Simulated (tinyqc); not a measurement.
Four-point probe, van der Pauw, Hall and spreading-resistance readings of a semiconductor layer: one step, computed by the program tinyqc. Command: `OMP_NUM_THREADS=1 python tinyqc.py 3113890 3113891 out.jsonl probe walk`. One thread of a shared host (Intel(R) Xeon(R) Processor @ 2.30GHz), about 0.01 s of CPU time with the checks.

The layer is uniform and ohmic; contacts are points unless a radius is given.

Problem. Finite wafer. For a thin circular wafer probed at its centre, R_s = C V/I with C = pi/(ln 2 + ln[((D/s)^2 + 3)/((D/s)^2 - 3)]).

Inputs (values chosen for the exercise, modelled on p-type silicon): wafer diameter over spacing D/s = 12.

Backing of the layer: insulating.

Give: factor C; error if pi/ln 2 is used.

Solution.

factor C = 4.2753

error if pi/ln 2 is used = 6.0121 %
